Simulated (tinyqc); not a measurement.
Worked calculation: WKB tunnelling through a gate dielectric with a two-band (Franz) dispersion. Values are carried at full precision from step to step, so a last printed digit may differ when a step is redone from the rounded ones.

Constants: hbar^2/2m0 = 3.80998211 eV angstrom^2.

Parameters, chosen for this exercise (of the size used for SiO2 on silicon; the results hold for these values, not for the real material): phi = 3.13 eV (barrier above the electron energy at the emitter); t = 29 angstrom (thickness); V = 1.3 V (voltage across the layer); Eg = 8.62 eV (gap of the dielectric); m = 0.54 m0 (mass at the conduction edge).

## Shape of the barrier

Field V/t (1 V/angstrom = 100 MV/cm), the end of the forbidden region x_e = min(t, phi t/V), and u there.

field = 4.48 MV/cm
x_e = 29.00 angstrom
u(x_e) = 1.830 eV

V < phi: a trapezoid, direct tunnelling through the whole layer.

## Decay constant through the layer

At depth x the conduction edge lies u(x) = phi - V x/t above the electron. Parabolic: kappa = sqrt(m u/c). Franz: kappa = sqrt(m u (1 - u/Eg)/c), which vanishes at both band edges. c = hbar^2/2m0. T = exp(-2 integral of kappa dx) over the region u > 0; no image force, no prefactor, zero transverse momentum. The region ends at x_e = min(t, phi t/V); x_e < t is the Fowler-Nordheim regime.

Nine points x = j x_e/8.

kappa (1/angstrom):
```
x (angstrom),u (eV),parabolic,Franz
0.000,3.1300,0.6661,0.5315
3.625,2.9675,0.6485,0.5252
7.250,2.8050,0.6305,0.5179
10.875,2.6425,0.6120,0.5096
14.500,2.4800,0.5929,0.5004
18.125,2.3175,0.5731,0.4901
21.750,2.1550,0.5527,0.4786
25.375,1.9925,0.5314,0.4660
29.000,1.8300,0.5093,0.4520
```

At the emitter the Franz value is 20.2 % below the parabolic one, the factor sqrt(1 - phi/Eg).

## The integrals by Simpson's rule

Weights 1, 4, 2, 4, 2, 4, 2, 4, 1 times a third of the spacing.

integral of kappa dx: parabolic 17.143, Franz 14.428

## The integrals in closed form

Parabolic: (2/3) sqrt(m/c) (t/V) (phi^(3/2) - u_e^(3/2)). Franz: sqrt(m/c) Eg^(3/2) (t/V) (f(phi/Eg) - f(u_e/Eg)) with f(y) = ((2y - 1) sqrt(y (1 - y)) + arcsin(sqrt y))/4. u_e = max(phi - V, 0). T = exp(-2 I).

integral of kappa dx: parabolic 17.1434, Franz 14.4282

T: parabolic 1.29e-15, Franz 2.94e-13

The two-band dispersion raises T by a factor 228.

## Checks

- Franz integral in closed form against adaptive quadrature: both 14.4282.

Computed by tinyqc, a small Python program: `OMP_NUM_THREADS=1 python tinyqc.py 1450376 1450377 out.jsonl` (the numbers bound the seed that draws the inputs); one thread of a shared host (Intel(R) Xeon(R) Processor @ 2.30GHz), about 0.01 s for the whole set of steps.
